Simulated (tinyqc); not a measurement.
Coupled-perturbed Hartree-Fock on RHF in the sto-3g basis, for BeH2, spin multiplicity 1, step by step. One step of it, computed by the program tinyqc.

Question. Response to a field: uncoupled start. Field along z; U_ai = -mu_ai / (e_a - e_i), alpha = -4 sum U_ai mu_ai.

orbital energies (hartree): MO1 -4.534466, MO2 -0.415865, MO3 -0.370487, MO4 0.206424, MO5 0.213706, MO6 0.361971, MO7 0.684114

dipole integrals <a|z|i> (bohr), order a4, a5, a6, a7:
$$\begin{pmatrix}
0.146255 & 0.952982 & 0.103801 \\
0.000000 & 0.000000 & 0.000000 \\
0.038706 & 0.105862 & 0.000035 \\
-0.000952 & 0.020176 & -0.205903
\end{pmatrix}$$

Give: uncoupled U; uncoupled polarisability.

Answer.

uncoupled U, order a4, a5, a6, a7:
$$\begin{pmatrix}
-0.0308 & -1.5314 & -0.1799 \\
0.0000 & 0.0000 & 0.0000 \\
-0.0079 & -0.1361 & 0.0000 \\
0.0002 & -0.0183 & 0.1952
\end{pmatrix}$$

uncoupled polarisability = 6.1515 bohr^3
